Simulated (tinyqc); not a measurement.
What moves the results: free-carrier optics of a doped semiconductor (Drude model with one polar phonon). A value that a table varies takes the place of the one given here.

eps(E) = ei [1 - Ep^2/(E^2 + i E Gam)] + (es - ei) wT^2/(wT^2 - E^2 - i E gT), with Ep^2 = 8 pi c (e^2/(4 pi eps0)) N/(m ei), c = hbar^2/2m0, N in 1/angstrom^3 (1e-24 per 1/cm^3); Gam = hbar/tau, tau = mu m m0/e with m0/e = 5.685630e-12 kg/C and mu in m^2/(V s). Energies in meV.

n + i k = sqrt(eps1 + i eps2) with k >= 0; R = ((n - 1)^2 + k^2)/((n + 1)^2 + k^2) at normal incidence from vacuum; alpha = 2 E k/(hbar c), times 1e8 for 1/cm; loss function Im(-1/eps) = eps2/(eps1^2 + eps2^2).

Constants: hbar^2/2m0 = 3.80998211 eV angstrom^2; e^2/(4 pi eps0) = 14.39964547 eV angstrom; hbar = 6.58211957e-16 eV s; hbar c = 1973.269805 eV angstrom.

Values chosen for the exercise (mass and dielectric values near those of SiC; N and mu are free inputs; interband absorption and the rise of the mass with filling are left out; shifted at random, so the results belong to these values and not to a real crystal): m = 0.411 m0 (conductivity mass); ei = 6.54 (high-frequency dielectric constant); wT = 99 meV (TO phonon); es = 9.77 (static dielectric constant); N = 1.8e+18 1/cm^3 (carrier density); mu = 66 cm^2/(V s) (mobility); gT = 0.7 meV (phonon damping); E = 66.9 meV (photon energy).

## The coupled modes against doping

L-, L+ solve E^4 - (wL^2 + Ep^2) E^2 + Ep^2 wT^2 = 0, wL = wT sqrt(es/ei); damping left out; energies in meV.

Modes:
```
N (1/cm^3)      Ep     L-      L+  Ep sqrt(ei/es)
9.0e+17      21.49  17.49  121.64           17.58
3.0e+18      39.23  31.51  123.24           32.10
9.0e+18      67.95  52.34  128.53           55.59
2.0e+19     101.29  71.21  140.82           82.87
3.0e+19     124.05  79.85  153.80          101.50
6.0e+19     175.44  89.88  193.24          143.54
1.0e+20     226.49  93.80  239.04          185.31
3.0e+20     392.29  97.38  398.81          320.96
9.0e+20     679.47  98.47  683.10          555.92
```

wL = 121.00 meV

How do the results move?

At low density L- follows Ep sqrt(ei/es) (17.49 against 17.58), a plasmon screened by the lattice, and L+ starts at wL. At the highest density L- has come within 0.53 meV of wT, since the carriers screen the field that lifts wL, and L+ is within 3.63 meV of Ep. The branches are closest, 69.61 meV, at 2e+19 1/cm^3 of those listed. The mass is held fixed, while in a real band it rises with filling.

## Reflectance across the plasma edge

Spectrum:
```
E (meV)   eps1   eps2      R  alpha (1/cm)
3.0       6.47  46.93  0.647      1.38e+03
9.1       6.63  14.87  0.437      2.03e+03
15.2      6.91   8.26  0.329      2.14e+03
21.3      7.27   5.32  0.274      2.01e+03
25.8      7.58   4.02  0.255      1.85e+03
30.4      7.91   3.10  0.247      1.67e+03
33.4      8.13   2.64  0.246      1.55e+03
38.0      8.48   2.09  0.248      1.37e+03
45.6      9.09   1.47  0.256      1.12e+03
60.8     10.63   0.80  0.282           760
91.2     27.24   1.20  0.461      1.06e+03
151.9     3.91   0.09  0.108           340
```

How do the results move?

Ep = 30.4 meV and Gam = 42.7 meV: Gam exceeds Ep, so damping washes the plasma edge out. R is 0.647 at the lowest energy and lowest, 0.108, at 151.9 meV of those listed; without damping and phonon it would vanish at Ep sqrt(ei/(ei - 1)) = 33.0 meV. At the highest energy R is 0.108, against 0.192 for ei alone. Between the last two rows alpha goes as E^-2.23, where the Drude limit far above Ep and Gam is E^-2; Gam and the phonon term both still act in these rows. The phonon adds its own band of high reflectance between wT = 99 meV and about wL = 121.0 meV, which the rows may miss. The lowest R listed is the dip just above wL, not the plasma minimum.

## Free-carrier absorption and index change in the near infrared

At the wavelengths listed E = hc/lambda (hc = 1239.841984 eV nm). Approximate forms: alpha = ei Ep^2 Gam/(E^2 sqrt(ei) hbar c) and dn = -sqrt(ei) Ep^2/(2 E^2). The phonon term is left out here.

Free carriers:
```
lambda (micrometre)  E (meV)  alpha (1/cm)  alpha, approximate        dn  dn, approximate
1.31                   946.4          5.69                5.70  -0.00132         -0.00132
1.55                   799.9          7.96                7.98  -0.00184         -0.00185
2.00                   619.9          13.2                13.3  -0.00306         -0.00307
3.00                   413.3          29.7                29.9  -0.00685         -0.00691
5.00                   248.0          81.3                83.1   -0.0187          -0.0192
8.00                   155.0           201                 213   -0.0461          -0.0492
10.60                  117.0           340                 373   -0.0772          -0.0863
```

What can be read from the table?

At 1.55 micrometre alpha = 7.96 1/cm and dn = -0.00184; a phase shift of pi needs a length lambda/(2 |dn|) = 421 micrometre, over which the loss is 1.46 dB. The approximate alpha is within 5 % up to 5 micrometre of the wavelengths listed; it needs photon energies well above both Ep and Gam, which lie at 40.8 and 29.1 micrometre. Interband and intervalley absorption are left out.

## What moves the optical constants

At the energy E. Each row changes one parameter from the base and keeps the others.

Results:
```
case                  Ep (meV)  Gam (meV)       R  alpha (1/cm)
base                     30.39      42.68  0.2974           663
N = 2.7e+18 1/cm^3       37.22      42.68  0.2900           988
m = 0.4932 m0            27.74      35.56  0.2986           516
mu = 39.6 cm^2/(V s)     30.39      71.13  0.3029           714
ei = 6.87                29.65      42.68  0.2928           666
E = 80.3 meV             30.39      42.68  0.3510           569
```

What does this show?

The largest shifts from the base row, up to three for each result and ties (the steps differ in size, so this ranks the rows, not the parameters). Ep (meV): N +6.83, m -2.65, ei -0.74; unchanged at the printed digits by mu and E. Gam (meV): mu +28.45, m -7.11; unchanged at the printed digits by N, ei and E. R: E +0.0535, N -0.0075, mu +0.0054. alpha (1/cm): N +326, m -147, E -93.6.

Program tinyqc; command `OMP_NUM_THREADS=1 python tinyqc.py 1652794 1652795 out.jsonl`; about 0.01 s on one thread of a shared Intel(R) Xeon(R) Processor @ 2.30GHz.
